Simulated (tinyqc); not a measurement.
# Changing the polish time t

Model: chemical-mechanical planarisation: Preston law, pattern density and step-height reduction. Computed by tinyqc, a small Python program. Command: `OMP_NUM_THREADS=1 python tinyqc.py 3018277 3018278 out.jsonl cmp sweep`. One thread of a shared host (Intel(R) Xeon(R) Processor @ 2.30GHz), about 0.02 s of CPU time with the checks.

A row of 12 cells, repeated periodically, holds raised features that cover a share rho of each cell.

Inputs (values chosen for the exercise, close to those used for oxide polishing): Preston coefficient K = 4.8e-14 1/Pa; pressure P = 37 kPa; platen and carrier speed = 80 rpm; distance between the centres = 18 cm; initial step height h0 = 470 nm; contact height h_c = 150 nm; film above the raised areas z0 = 830 nm; cell size = 1.7 mm; planarisation length = 2.6 mm.

local pattern densities, cell by cell: [0.7, 0.1, 0.9, 0.5, 0.9, 0.4, 0.4, 0.4, 0.6, 0.8, 0.2, 0.5]

Method:
- With equal rotation speeds the relative speed is uniform, v = omega r_c; Preston rate R0 = K P v.
- The stiff pad averages the density: rho_eff(i) = sum_j w_ij rho_j / sum_j w_ij, w = exp(-2 d^2/L^2), L the planarisation length and d the distance between cell centres, summed over all periodic images of cell j.
- While h > h_c only raised areas polish, at R0/rho_eff, until t_c = rho_eff (h0 - h_c)/R0. After that h = h_c exp(-(t - t_c)/tau), tau = rho_eff h_c/R0; low areas polish at R0 (1 - h/h_c) and raised areas at R0 [1 + (1 - rho_eff) h/(rho_eff h_c)]. Removed from raised areas after t_c: h0 - h_c + R0 (t - t_c) + (1 - rho_eff)(h_c - h); from low areas: R0 (t - t_c) - rho_eff (h_c - h). Film left = z0 less the removal from raised areas.

One run for each value:
```
polish time t (s)  range of film left across the row (nm)  largest remaining step (nm)  thinnest film left (nm)
19                                                  49.90                       396.41                   706.51
27                                                  70.91                       365.43                   654.52
40                                                 105.05                       315.08                   570.03
58                                                 146.70                       245.37                   458.66
84                                                 156.44                       144.76                   348.26
120                                                144.85                        57.14                   236.40
180                                                134.77                        12.14                    71.91
```

Over the rows, range of film left across the row (nm) goes from 49.9 through a maximum among these rows, 156 at 84.0, to 135; largest remaining step (nm) falls from 396 to 12.1 (exponent d ln y / d ln x -0.23 between the first rows and -3.8 between the last); thinnest film left (nm) falls from 707 to 71.9 (exponent d ln y / d ln x -0.22 between the first rows and -2.9 between the last). At the low end the exponent of range of film left across the row is 1.00, close to 1: before contact the removals grow in fixed ratio.  Left out: 260, 380 (the film is polished through).

Extremes, crossings and ranges named in words are read from the listed rows.
